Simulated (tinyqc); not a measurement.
Ideality, saturation current and resistance from three points.

Inverse problem. Well above the saturation current a diode obeys V = n Vt ln(I/I0) + I Rs. Find n, Rs and I0.

Parameters, values chosen for the exercise:
```
symbol  value  unit      meaning
T         450     K  temperature
```

Constants: q = 1.602176634e-19 C, kB = 1.380649e-23 J/K, Vt = kB T/q. Results are converted to the units shown.

currents (A): [4e-6, 0.0002, 0.05]
voltages (V): [0.95889686, 1.1678044, 1.7350368]

Solution. V is linear in the three unknowns n Vt, Rs and -n Vt ln I0, so three points give a linear system.

n = 1.370
Rs = 5.500 ohm
I0 = 5.800e-14 A

Program tinyqc, `OMP_NUM_THREADS=1 python tinyqc.py 2260021 2260022 out.jsonl`; Intel Xeon 2.30GHz, shared host, one thread, about 0.01 s.
